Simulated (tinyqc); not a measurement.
Worked calculation: hydrogenic impurity: series, fields, screening, photoionisation and donor-acceptor pairs. Computed by tinyqc, a small Python program that keeps every step. Command: `OMP_NUM_THREADS=1 python tinyqc.py 3013925 3013926 out.jsonl hydrogenic walk`. One thread of a shared host (Intel(R) Xeon(R) Processor @ 2.30GHz), about 0.01 s of CPU time with the checks. Intermediate numbers are printed to about 5 digits and carried at full precision; extremes and crossings named in words are read from the listed rows.

One isotropic, parabolic band. Effective units: Ry* and a*, in which H = -nabla^2 - 2/r.

Inputs (values chosen for the exercise, modelled on GaAs):

| quantity | value | unit |
|---|---|---|
| electron mass m | 0.067 | m_0 |
| dielectric constant eps | 13.1 | - |
| donor density N | 3.5e+15 | cm^-3 |
| magnetic field B | 0.32 | T |

Parts treated: magnetic field and screening.

Constants: Ry = 13.605693123 eV; a_0 = 0.529177210903 angstrom; h x 1 THz = 4.135667696 meV; mu_B = 5.7883818060e-05 eV/T.

## Effective units and the series

Ry* = Ry m/eps^2, a* = a_0 eps/m; level n is bound by Ry*/n^2; <r> = (3/2) a* in 1s; lines 1s -> np at Ry* (1 - 1/n^2); 1 THz = 4.135667696 meV.

Ry* = 5.3119 meV

a* = 103.47 angstrom

<r> of 1s = 155.20 angstrom

Series:

| n | binding (meV) | line from 1s (meV) | line (THz) |
|---|---|---|---|
| 2 | 1.3280 | 3.9840 | 0.9633 |
| 3 | 0.5902 | 4.7217 | 1.1417 |
| 4 | 0.3320 | 4.9799 | 1.2041 |
| 5 | 0.2125 | 5.0995 | 1.2330 |

## Overlap of donors

Wigner-Seitz radius r_s = (3/(4 pi N))^(1/3); Mott criterion N_c^(1/3) a* = 0.26; overlap of two 1s orbitals at distance d: S = exp(-x)(1 + x + x^2/3), x = d/a*, with d = N^(-1/3).

r_s = 408.58 angstrom

Mott density = 1.5868e+16 cm^-3

N over the Mott density = 0.22057

overlap S = 0.035892

The sample is on the insulating side, but close enough for an impurity band.

## Donor in a magnetic field

gamma = hbar omega_c/(2 Ry*) = mu_B B/(m Ry*). For m_z = 0, H = -nabla^2 - 2/r + gamma^2 rho^2/4, and the band edge moves to gamma Ry*. Basis: exp(-al rho^2 - be z^2), al_k = 0.02 x 2.4^k + gamma/4 x c with k = 0..11, be_k = 0.02 x 2.4^k and c = 0, 0.5, 1 (36 functions). With A = al_i + al_j, B = be_i + be_j (not the field) and the common factor pi^(3/2) dropped: S = 1/(A sqrt(B)), kinetic S (4 al_i al_j/A + 2 be_i be_j/B), <rho^2> = S/A, <1/r> = (2/sqrt(pi)) atanh(u)/(A u), u = sqrt(1 - B/A), which is (2/sqrt(pi))/A when A = B; overlap eigenvalues below 1e-11 are dropped. Binding = (gamma - E) Ry*; the spin term shifts level and edge alike.

gamma = 0.052045

hbar omega_c = 0.55292 meV

magnetic length a*/sqrt(gamma) = 453.53 angstrom

ground level = -5.3047 meV

binding energy in the field = 5.5812 meV

The field squeezes the orbit and raises the binding by a factor 1.051.

## Weak-field and exact binding

Perturbation theory: E = -1 + gamma^2/2 - (53/96) gamma^4 Ry*.

Ground level (Ry*):

| gamma | B (T) | basis | second order | fourth order | binding |
|---|---|---|---|---|---|
| 0.0052 | 0.0320 | -0.99998 | -0.99999 | -1.0000 | 1.0052 |
| 0.0130 | 0.0799 | -0.99991 | -0.99992 | -0.9999 | 1.0129 |
| 0.0260 | 0.1599 | -0.99966 | -0.99966 | -0.9997 | 1.0257 |
| 0.0520 | 0.3197 | -0.99865 | -0.99865 | -0.9987 | 1.0506 |
| 0.1000 | 0.6149 | -0.99505 | -0.99500 | -0.9951 | 1.0950 |
| 0.2100 | 1.2912 | -0.97886 | -0.97795 | -0.9790 | 1.1889 |
| 0.3000 | 1.8446 | -0.95837 | -0.95500 | -0.9595 | 1.2584 |
| 0.5000 | 3.0743 | -0.89441 | -0.87500 | -0.9095 | 1.3944 |
| 0.7000 | 4.3040 | -0.81144 | -0.75500 | -0.8876 | 1.5114 |
| 1.0000 | 6.1485 | -0.66233 | -0.50000 | -1.0521 | 1.6623 |

Second order stays within 1 % of the basis value up to gamma = 0.30 of those listed and fourth order up to 0.30; beyond, the truncated (asymptotic) series fails, while the binding keeps growing slowly, to 1.66 Ry* at gamma = 1.0.

## Binding under screening

Thomas-Fermi screening by N free electrons of one valley, taken as a degenerate gas (the hypothesis that all donors are ionised): q a* = sqrt(4 k_F a*/pi), k_F = (3 pi^2 N)^(1/3). Screened potential -(2/r) exp(-q r). Basis exp(-zeta r), zeta_k = 0.02 x 1.6^k, k = 0..23: S = 2/s^3, T = zeta_i zeta_j S, V = -2/(s + q)^2 with s = zeta_i + zeta_j; overlap eigenvalues below 1e-11 are dropped.

q a* = 0.78663

screened binding energy = 0.50924 meV

Screening leaves 9.6 % of the binding. Caution: well below the Mott density the electrons are bound or non-degenerate, so this screening is formal: it serves to locate the transition, not to give the level.

## From screening to the Mott criterion

First order: 1 - 2 q a*. One exponent: the maximum over zeta of 8 zeta^3/(2 zeta + q)^2 - zeta^2 (golden section on 0.01 to 1.2).

Binding (Ry*):

| N^(1/3) a* | N (cm^-3) | q a* | first order | one exponent | basis |
|---|---|---|---|---|---|
| 0.0031 | 2.6896e+10 | 0.11050 | 0.77899 | 0.79611 | 0.79613 |
| 0.0094 | 7.4988e+11 | 0.19242 | 0.61516 | 0.66483 | 0.66497 |
| 0.0240 | 1.2481e+13 | 0.30747 | 0.38507 | 0.50509 | 0.50577 |
| 0.0470 | 9.3735e+13 | 0.43027 | 0.13946 | 0.36248 | 0.36450 |
| 0.0790 | 4.4513e+14 | 0.55783 | -0.11567 | 0.24126 | 0.24574 |
| 0.1200 | 1.5601e+15 | 0.68752 | -0.37503 | 0.14319 | 0.15143 |
| 0.1600 | 3.6980e+15 | 0.79387 | -0.58775 | 0.08012 | 0.09234 |

The binding falls from 0.796 to 0.092 Ry*. First order, a constant shift of the potential, overshoots and turns negative from q a* = 0.5. One exponent loses the state at q a* = 1 (N^(1/3) a* = 0.254, the classic form of the Mott criterion); the full basis keeps it to 1.19. The dilute rows are formal, since there the electrons are bound or non-degenerate.

Checks made by the program: weak-field limit -1 + gamma^2/2 (relative difference 8e-06); the bound state at q = 0 (relative difference 8e-07).
